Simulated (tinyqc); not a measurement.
Inside a calculation. Model: Debye-Callaway model of lattice thermal conductivity. Computed by tinyqc, a small Python program that keeps every step. Command: `OMP_NUM_THREADS=1 python tinyqc.py 3008868 3008869 out.jsonl callaway walk`. One thread of a shared host (Intel(R) Xeon(R) Processor @ 2.30GHz), about 0.01 s of CPU time with the checks. Intermediate numbers are printed to about 6 digits and carried at full precision; extremes and crossings named in words are read from the listed rows.

Three acoustic branches with one velocity v, cut at omega_D = k_B Theta/hbar; x = hbar omega/(k_B T). v and Theta are separate inputs: Theta cuts off the heat-carrying modes, so C need not reach 3 k_B/V. gamma is an effective value that sets the umklapp rate.

Inputs (values chosen for the exercise, modelled on sodium chloride): sound velocity v = 3000 m/s; Debye temperature Theta = 312 K; volume per atom V = 22.4 angstrom^3; mean atomic mass M = 29.2 u; effective Grueneisen parameter gamma = 3.04; umklapp exponent divisor b = 3; mass variance Gamma = 0.00035; Casimir length L = 1400 micrometre; normal-process factor f_N = 2.3; temperature T = 400 K; probe frequency omega/omega_D = 0.5.

Sample: crystal. Point defects: isotopes. Normal processes: included.

Constants: k_B = 1.380649e-23 J/K; hbar = 1.054571817e-34 J s; u = 1.6605390666e-27 kg.

## Mass-fluctuation parameter

Gamma is given directly by the isotope mixture. A = V Gamma/(4 pi v^3).

Gamma = 3.50e-04

Rayleigh coefficient A = 2.31069e-44 s^3

## Scattering rates at one frequency

Rates: point defects A omega^4; umklapp B omega^2 T exp(-Theta/(b T)) with B = hbar gamma^2/(M v^2 Theta); normal processes f_N B omega^2 T (T/Theta)^2. Boundaries: v/L. The resistive time is tau_R = 1/(boundary + point-defect + umklapp rates), and the free path is v tau_R.

omega = 2.04236e+13 rad/s

Rates:
```
process         rate (1/s)  rate x tau_R
boundaries     2.14286e+06   2.31686e-06
point defects  4.02040e+09    0.00434686
umklapp        9.20876e+11      0.995651
normal         4.51499e+12       4.88160
```

tau_R = 1.08120e-12 s

free path = 3.24360 nm

The strongest resistive process at this frequency: umklapp, 100 % of the resistive rate.

## The integrand on a coarse grid

x runs in ten equal steps to min(Theta/T, 12); g = x^4 e^x/(e^x - 1)^2; tau_C is the inverse of all rates summed; the last column is c tau_C g with c = (k_B/(2 pi^2 v)) (k_B T/hbar)^3.

Integrand:
```
x             g    tau_C (s)  c tau_C g (W/(m K))
0.078  0.006081  4.59891e-12             0.936391
0.156  0.024287  1.14963e-12             0.934892
0.234  0.054507  5.10873e-13             0.932390
0.312  0.096558  2.87307e-13             0.928899
0.390  0.150187  1.83827e-13             0.924433
0.468  0.215070  1.27616e-13             0.919009
0.546  0.290819  9.37230e-14             0.912647
0.624  0.376984  7.17249e-14             0.905371
0.702  0.473055  5.66431e-14             0.897207
0.780  0.578470  4.58552e-14             0.888185
```

The integrand is largest at the lowest frequency shown, whose long lifetime outweighs its small heat capacity.

## Thermal conductivity

kappa_1 = c int tau_C g dx, g = x^4 e^x/(e^x - 1)^2, c = (k_B/(2 pi^2 v)) (k_B T/hbar)^3, over 0 < x < min(Theta/T, 40), by 96 Gauss-Legendre points in s with x = x_max s^2; 1/tau_C = 1/tau_R + 1/tau_N; kappa_2 = c [int (tau_C/tau_N) g dx]^2 / int (tau_C/(tau_N tau_R)) g dx; kappa = kappa_1 + kappa_2. Heat capacity C = 3 c int g dx / v^2; grey free path 3 kappa/(C v); the median free path v tau_C halves kappa_1 when the quadrature points are ordered by free path (each counted at half its weight, interpolated in the logarithm); likewise at 10 % and 90 %.

kappa_1 = 0.717597 W/(m K)

kappa_2 = 1.91592 W/(m K)

kappa = 2.63352 W/(m K)

heat capacity C = 1.71297e+06 J/(m^3 K)

grey free path = 1.53740 nm

median free path = 0.566093 nm

free path at 10 % of kappa_1 = 0.171067 nm

free path at 90 % of kappa_1 = 14.1966 nm

The median free path is 0.37 times the grey one. The middle 80 % of kappa_1 spans a factor 83 in free path. The Callaway term kappa_2 is 73 % of the total.

## Leaving out one process at a time

The formulas are those given above.

Conductivity at T:
```
case                   kappa (W/(m K))  ratio to all
all processes                  2.63352             1
without point defects          2.66079       1.01036
without boundaries             2.63388       1.00014
without umklapp                188.662       71.6388
```

Removing umklapp raises kappa most, by a factor 71.6; removing boundaries gives only 1.00.

## Conductivity against temperature

The boundary limit is C v^2/(3 x boundary rate), with C = 3 c int g dx / v^2.

Kappa (W/(m K)):
```
T (K)  all processes  without point defects  boundary limit
3.1          152.778                188.936         188.936
6.2          611.592                1511.45         1511.48
11           1019.73                7251.37         8441.25
19           656.729                1491.90         43488.4
31           210.952                279.605          184038
53           67.3245                76.3799          681555
94           24.9626                26.3728     1.50781e+06
160          10.4803                10.7699     2.05887e+06
250          5.21105                5.29809     2.28947e+06
410          2.54552                2.57125     2.40163e+06
```

kappa peaks among these rows at 11 K (T/Theta = 0.035) with 1020 W/(m K). The exponent d ln kappa/d ln T is 2.00 at the cold end and -1.45 at the hot end. The normal rate is taken to grow as T^3 at all T, which overstates it above Theta. Point defects cost most at 11 K, a factor 7.11.

Checks made by the program: heat capacity against the Debye function (relative difference below 1e-10).
